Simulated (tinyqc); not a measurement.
Two-diode model of a solar cell: one step of the calculation.

J is the current delivered and Vj = V + J Rs the junction voltage. J = X JL - J01 (exp(Vj/(n1 Vt)) - 1) - J02 (exp(Vj/(2 Vt)) - 1) - Vj/Rp. The photocurrent does not depend on voltage.

Task. Figures of merit. Jsc at V = 0, Voc at J = 0, the maximum power point where J (1 + 2 Rs G) = G Vj with G = -dJ/dVj; FF = Vmp Jmp/(Voc Jsc); efficiency Vmp Jmp/(X Pin). Empirical fill factor without parasitics FF0 = (v - ln(v + 0.72))/(v + 1), v = Voc/(n1 Vt).

Parameters, values chosen for the exercise; values of the order met in cells of cadmium telluride: temperature T = 323 K; photocurrent at one sun JL = 25.6 mA/cm^2; concentration X = 10 suns; saturation current of the first diode J01 = 3.9e-15 A/cm^2; ideality factor of the first diode n1 = 1; series resistance Rs = 0 ohm cm^2; shunt resistance Rp = 200 ohm cm^2; incident power at one sun Pin = 100 mW/cm^2; saturation current of the second diode (ideality 2) J02 = 7.5e-9 A/cm^2.

Constants: q = 1.602176634e-19 C, kB = 1.380649e-23 J/K, Vt = kB T/q. Results are converted to the units shown.

Find: Jsc; Voc; Vmp; Jmp; FF; efficiency; FF0.

Result.

Jsc = 256.0 mA/cm^2
Voc = 0.8784 V
Vmp = 0.7729 V
Jmp = 239.6 mA/cm^2
FF = 0.8236
efficiency = 18.52 %
FF0 = 0.8626

FF is 4.5 % below FF0. Removing one loss at a time changes the efficiency by: second diode +0.74, shunt +0.30 points.

Program tinyqc, `OMP_NUM_THREADS=1 python tinyqc.py 2280013 2280014 out.jsonl`; Intel Xeon 2.30GHz, shared host, one thread, about 0.01 s.
